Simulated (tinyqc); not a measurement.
Length offset and series resistance from crossing lines.

Question. R_total = Rs + k (L - dL)/Vo with constant Rs, dL and k. Find k, dL and Rs.

R_total at (L, Vo) = (60, 0.39), (120, 0.39), (60, 0.91) and (120, 0.91), L in nm and Vo in V (ohm um): 364.92308  641.84615  230.68132  349.36264

Answer. At each overdrive R is a straight line in L with slope k/Vo; the two lines cross at L = dL, R = Rs.

k = 1.80 ohm um V/nm
dL = 9.10 nm
Rs = 130 ohm um

Computed by the program tinyqc: `OMP_NUM_THREADS=1 python tinyqc.py 2282257 2282258 out.jsonl`, one thread of a shared Intel Xeon 2.30GHz, about 0.03 s for the whole run.
